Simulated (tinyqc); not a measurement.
A and C from the efficiency peak.

Inverse problem. ABC model of an LED: J = q da (A n + Ba n^2 + Ca n^3), IQE = Ba n^2/(A n + Ba n^2 + Ca n^3), differential lifetime 1/(A + 2 Ba n + 3 Ca n^2). The peak lies at n = sqrt(A/Ca). Given Ba, find n at the peak, A and Ca.

Parameters, values chosen for the exercise:
```
symbol,value,unit,meaning
Ba,4.1e-11,cm^3/s,radiative coefficient of the active layer
da,3.9,nm,thickness of the active layer
```

Constants: q = 1.602176634e-19 C. Results are converted to the units shown.

peak IQE = 82.876623 %
J at the peak = 0.91150707 A/cm^2

Solution. IQE J = q da Ba n^2 gives n. At the peak A n = Ca n^3, each being half of the non-radiative rate Ba n^2 (1/IQE - 1).

n at the peak = 5.43e17 cm^-3
A = 2.30e6 1/s
Ca = 7.80e-30 cm^6/s

Program tinyqc, `OMP_NUM_THREADS=1 python tinyqc.py 2300049 2300050 out.jsonl`; Intel Xeon 2.30GHz, shared host, one thread, about 0.01 s.
